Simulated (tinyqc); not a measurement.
## Trap density from the barrier height

Inverse problem. In a partly depleted grain with all boundary traps filled, 2 N W = Qt and VB = q N W^2/(2 eps0 eps_r). Find Qt, W and the doping at which VB would equal Vt.

Inputs (values chosen for the exercise):
```
symbol  value  unit                meaning
T         400     K            temperature
eps_r    11.7        relative permittivity
```

Constants: q = 1.602176634e-19 C, kB = 1.380649e-23 J/K, Vt = kB T/q, eps0 = 8.8541878128e-14 F/cm where lengths are in cm. Results are converted to the units shown.

doping = 1e18 cm^-3
barrier height = 0.13068704 V

Answer. Eliminating W gives VB = q Qt^2/(8 eps0 eps_r N), which falls as 1/N.

Qt = 2.600e12 cm^-2
W = 13.00 nm
doping for VB = Vt = 3.791e18 cm^-3

Program tinyqc, `OMP_NUM_THREADS=1 python tinyqc.py 2830048 2830049 out.jsonl`; Intel Xeon 2.30GHz, shared host, one thread, about 0.01 s.
